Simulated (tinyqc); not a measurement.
Trap density from one capacitance.

Problem. Traps spread evenly through the insulator exchange electrons with the semiconductor by tunnelling, with tau(x) = t0 exp(2 ka x) at depth x from the interface. The admittance per area Y seen at depth x obeys dY/dx = -Y^2/(i w eps0 eox) + q Nb ln(1 + i w tau)/tau, with Y(0) = i w Cs and w = 2 pi f; the gate sees Y(tox) = G + i w C. Working variable y = Y/(i w), in uF/cm^2. Cox = eps0 eox/tox. Find Nb and G/w.

Values chosen for this exercise:
- eox = 4.02 (relative permittivity of the insulator)
- tox = 4.1 nm (insulator thickness)
- Cs = 3.9 uF/cm^2 (semiconductor capacitance in accumulation)
- ka = 6.1 1/nm (decay constant of the wave function in the insulator)
- t0 = 6e-10 s (time constant of a trap at the interface)
- f = 1e5 Hz (frequency)

Constants: q = 1.602176634e-19 C, eps0 = 8.8541878128e-14 F/cm where lengths are in cm. Results are converted to the units shown.

C = 0.77213831 uF/cm^2

Solution. C rises steadily with Nb, so one density matches; in practice ka and t0 must come from the frequency dependence.

Nb = 9.80e19 cm^-3 eV^-1
G/w = 0.0149 uF/cm^2

Computed by the program tinyqc: `OMP_NUM_THREADS=1 python tinyqc.py 2202077 2202078 out.jsonl`, one thread of a shared Intel Xeon 2.30GHz, about 0.5 s for the whole run.
